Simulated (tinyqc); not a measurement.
## Thermoelectric coefficients of a parabolic band, Landauer integrals: best figure of merit against the lattice conductivity

Bulk parabolic band, x = (E - Ec)/kB T, C = hbar^2/(2 m0), kB T in eV. Modes per area gv m kB T x/(4 pi C) times the back-scattering length l0 x^rr give the transport function s0 X(x), s0 = (2 q^2/h) gv m kB T l0/(4 pi C), X = x^(1 + rr). I_k = int X (x - eta)^k w dx, w = 1/(4 cosh^2((x - eta)/2)).

sigma = s0 I_0, S = -(kB/q) I_1/I_0, Lorenz number L = (kB/q)^2 [I_2/I_0 - (I_1/I_0)^2], kappa_e = L sigma T. Power factor S^2 sigma, ZT = S^2 sigma T/(kappa_e + kL). The integrals are converged. For each row eta is chosen to maximise ZT; B = (kB/q)^2 s0 T/kL.

Parameters, values chosen for the exercise: temperature T = 200 K; mass of one valley m = 0.32 m0; valleys gv = 4; back-scattering length at x = 1 l0 = 6.1 nm; energy exponent of that length rr = 0.

Constants: q = 1.602176634e-19 C, kB = 1.380649e-23 J/K, hbar = 1.054571817e-34 J s, h = 6.62607015e-34 J s, m0 = 9.1093837015e-31 kg, Vt = kB T/q, hbar^2/(2 m0) = 0.0380998212 eV nm^2. Results are converted to the units shown.

Best figure of merit against the lattice conductivity:

| kL (W/(m K)) | B | best eta | best ZT | S there (uV/K) |
|---|---|---|---|---|
| 0.12 | 0.2695 | -0.3578 | 0.7625 | -227.4 |
| 0.27 | 0.1198 | 0.0102 | 0.3962 | -203.9 |
| 0.59 | 0.05482 | 0.2781 | 0.1994 | -188.0 |
| 1.3 | 0.02488 | 0.4584 | 0.09561 | -178.0 |
| 2.8 | 0.01155 | 0.5611 | 0.04566 | -172.5 |
| 6.1 | 0.005302 | 0.6164 | 0.02126 | -169.6 |
| 13 | 0.002488 | 0.6433 | 0.01004 | -168.2 |
| 29 | 0.001115 | 0.6568 | 0.004516 | -167.5 |

What does the table show?

As B falls from 0.270 to 0.00112, the best ZT falls from 0.762 to 0.00452, as B^(0.81) between the first two rows and B^(1.00) between the last two; the best eta moves from -0.36 to 0.66, towards the optimum of the power factor, since kappa_e matters less when kL is large.

Range of the model: Parabolic bands, elastic scattering and a fixed kL make these model figures, not those of a material.

Program tinyqc, `OMP_NUM_THREADS=1 python tinyqc.py 2800135 2800136 out.jsonl`; Intel Xeon 2.30GHz, shared host, one thread, about 0.1 s.
